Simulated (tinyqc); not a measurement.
Inside a calculation. Method: Pariser-Parr-Pople SCF with singles CI, for the molecule c1ccc2ccccc2c1 (SMILES; centres numbered as the heavy atoms are written). One step of it, computed by the program tinyqc.

Question. Singles CI, singlets. Over the 4 single excitations with the smallest orbital gaps: A = (e_a - e_i) delta + 2 (ia|jb) - (ij|ab), with (pq|rs) = sum c_mp c_mq gamma_mn c_nr c_ns. f = 2/3 w |mu|^2 in atomic units, mu = sqrt2 sum c_ia sum_m c_mi c_ma R_m.

orbital energies (eV): -14.290652  -12.371995  -11.370391  -10.288510  -9.249125  -1.940875  -0.901490  0.180391  1.181995  3.100652

coefficients:
```
          MO1        MO2        MO3        MO4        MO5        MO6        MO7        MO8
1C   0.239936   0.424820  -0.183785  -0.398314  -0.263682  -0.263682   0.398314  -0.183785
2C   0.239936   0.424820   0.183785  -0.398314   0.263682  -0.263682  -0.398314  -0.183785
3C   0.301740   0.263682   0.398683  -0.002194   0.424820   0.424820   0.002194   0.398683
4C   0.450298   0.000000   0.338451   0.427414   0.000000   0.000000   0.427414  -0.338451
5C   0.301740  -0.263682   0.398683  -0.002194  -0.424820  -0.424820   0.002194   0.398683
6C   0.239936  -0.424820   0.183785  -0.398314  -0.263682   0.263682  -0.398314  -0.183785
7C   0.239936  -0.424820  -0.183785  -0.398314   0.263682   0.263682   0.398314  -0.183785
8C   0.301740  -0.263682  -0.398683  -0.002194   0.424820  -0.424820  -0.002194   0.398683
9C   0.450298   0.000000  -0.338451   0.427414   0.000000   0.000000  -0.427414  -0.338451
10C  0.301740   0.263682  -0.398683  -0.002194  -0.424820   0.424820  -0.002194   0.398683

           MO9       MO10
1C    0.424820  -0.239936
2C   -0.424820   0.239936
3C    0.263682  -0.301740
4C    0.000000   0.450298
5C   -0.263682  -0.301740
6C    0.424820   0.239936
7C   -0.424820  -0.239936
8C    0.263682   0.301740
9C    0.000000  -0.450298
10C  -0.263682   0.301740
```

repulsion gamma_rs (eV), lower triangle:
```
            1C         2C         3C         4C         5C         6C         7C         8C
1C   11.130000
2C    5.345539  11.130000
3C    3.871994   5.344569  11.130000
4C    3.517359   3.872154   5.346287  11.130000
5C    2.621214   2.881359   3.873196   5.346287  11.130000
6C    2.270597   2.343780   2.881359   3.872154   5.344569  11.130000
7C    2.343780   2.270597   2.621214   3.517359   3.871994   5.345539  11.130000
8C    2.881359   2.621214   2.881514   3.872515   3.517455   3.871994   5.344569  11.130000
9C    3.872154   3.517359   3.872515   5.345539   3.872515   3.517359   3.872154   5.346287
10C   5.344569   3.871994   3.517455   3.872515   2.881514   2.621214   2.881359   3.873196

            9C        10C
9C   11.130000
10C   5.346287  11.130000
```

Centres (angstrom, eV; a flat drawing with bonds scaled to 1.40 angstrom):
```
centre          x          y  core charge z          W   gamma_rr
1C       2.425000  -0.700000              1  11.160000  11.130000
2C       2.425000   0.700000              1  11.160000  11.130000
3C       1.212000   1.400000              1  11.160000  11.130000
4C       0.000000   0.700000              1  11.160000  11.130000
5C      -1.212000   1.400000              1  11.160000  11.130000
6C      -2.425000   0.700000              1  11.160000  11.130000
7C      -2.425000  -0.700000              1  11.160000  11.130000
8C      -1.212000  -1.400000              1  11.160000  11.130000
9C       0.000000  -0.700000              1  11.160000  11.130000
10C      1.212000  -1.400000              1  11.160000  11.130000
```

Give: singlet CI matrix; singlet excitation energies; oscillator strengths.

Answer.

singlet CI matrix (eV), lower triangle:
```
        5>6      5>7     4>6     4>7
5>6  4.7552
5>7  0.0000   5.1810
4>6  0.0000  -0.7880  5.1810
4>7  0.4856   0.0000  0.0000  6.5666
```

singlet excitation energies (eV): 4.3930  4.6333  5.9689  6.6885

oscillator strengths: 0.0000  0.3125  2.1488  0.9015
